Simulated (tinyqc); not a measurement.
## Silicon n-p-n transistor, Gummel numbers and transit times: Cut-off frequency against collector current

One-dimensional n-p-n transistor in the forward active mode at low injection. In the base p(x) = NB exp(-eta x/wb) and ni(x)^2 = ni^2 exp((g0 + g1 x/wb)/Vt); electrons leave the base at vsat; band spikes at the emitter junction and recombination inside the emitter are ignored.

f(x) = p(x) ni^2/ni(x)^2; I(x) = integral from x to wb of f/Dn, plus f(wb)/vsat; base Gummel number GB = I(0); electron density per unit flux n/(J/q) = I/f; base transit time tauB = integral of I/f over the base. ni = sqrt(Nc Nv) exp(-Eg/(2 Vt)), Eg in volts; JC = J0 exp(VBE/Vt), J0 = q ni^2/GB; collector layer one-sided, Wc = sqrt(2 eps0 eps_r (Vbc + VCB)/(q NC)), Vbc = Vt ln(NB exp(-eta) NC/ni^2), Cjc = eps0 eps_r/Wc, tauC = Wc/(2 vsat). Delay 1/(2 pi fT) = tauE + tauB + tauC + tauR with tauE = Vt (Cj + Cjc)/JC and tauR = Rc Cjc. Charge stored in the emitter is left out. The Kirk effect, also left out, sets in near JC = q NC vsat. n(0) = (JC/q) I(0)/f(0).

Parameters, values chosen for the exercise; band and dielectric values close to those of silicon: temperature T = 300 K; band gap Eg = 1.1 eV; relative permittivity eps_r = 11.8; conduction-band density of states at T Nc = 2.79e19 cm^-3; valence-band density of states at T Nv = 2.63e19 cm^-3; saturation velocity vsat = 1.01e7 cm/s; neutral base width wb = 96 nm; base doping at the emitter edge NB = 1.6e18 cm^-3; doping falls as exp(-eta x/wb) eta = 0; gap reduction at the emitter edge of the base g0 = 0 eV; further gap reduction across the base (linear) g1 = 0 eV; electron diffusion coefficient in the base Dn = 9.3 cm^2/s; collector doping NC = 1.1e16 cm^-3; collector-base reverse bias VCB = 1.6 V; emitter junction capacitance Cj = 4.1 fF/um^2; emitter plus collector resistance Rc = 40 ohm um^2.

Constants: q = 1.602176634e-19 C, kB = 1.380649e-23 J/K, Vt = kB T/q, eps0 = 8.8541878128e-14 F/cm where lengths are in cm. Results are converted to the units shown.

The same in every row: tauB (ps) = 5.905; tauC (ps) = 2.654; tauR (ps) = 0.007794.

Results:
```
JC (mA/um^2)	VBE (V)	tauE (ps)	fT (GHz)	JC/(q NC vsat)	n(0)/NB
0.00059	0.7404	188.2	0.8089	0.003315	2.604e-4
0.0013	0.7608	85.41	1.694	0.007303	5.737e-4
0.0027	0.7797	41.12	3.203	0.01517	0.001192
0.0059	0.7999	18.82	5.811	0.03315	0.002604
0.013	0.8203	8.541	9.303	0.07303	0.005737
0.058	0.8590	1.914	15.18	0.3258	0.02560
0.12	0.8778	0.9253	16.77	0.6742	0.05296
0.27	0.8987	0.4112	17.73	1.517	0.1192
```

Estimate the missing row, JC = 0.027 mA/um^2.

Computed row:
```
JC (mA/um^2)	VBE (V)	tauE (ps)	fT (GHz)	JC/(q NC vsat)	n(0)/NB
0.027	0.8392	4.112	12.55	0.1517	0.01192
```

With this row back in the table: fT rises from 0.809 to 17.7 GHz as the charging time falls as 1/JC; its limit for vanishing tauE is 18.6 GHz, of which the largest delay is tauB (68.9 %). tauE equals the other delays together at JC = 0.0130 mA/um^2. For JC = 0.12, 0.27 JC nears or passes q NC vsat, where base push-out would lower fT.

Range of the model: Heavy doping makes emitter or base degenerate; gE and g0 are to be read as apparent gap changes that include this.

Numbers from tinyqc (`OMP_NUM_THREADS=1 python tinyqc.py 2320034 2320035 out.jsonl`; about 0.01 s on one thread of a shared Intel Xeon 2.30GHz).
